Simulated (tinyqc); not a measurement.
## Scale length and length offset from two DIBL values

Inverse problem. DIBL = exp(-Le/(2 l)) + 2 exp(-Le/l) with Le = L - dL. Find l, dL and the drawn length for a DIBL of 100 mV/V.

DIBL at drawn lengths 41 and 59 nm (mV/V): [140.17509, 44.409818]

Solution. With e = exp(-Le/(2 l)), 2 e^2 + e = DIBL gives e and so Le/l at each length; Le/l is a straight line in L with slope 1/l.

l = 8.800 nm
dL = 2.800 nm
length for 100 mV/V = 46.10 nm

Numbers from tinyqc (`OMP_NUM_THREADS=1 python tinyqc.py 2002076 2002077 out.jsonl`; about 0.01 s on one thread of a shared Intel Xeon 2.30GHz).
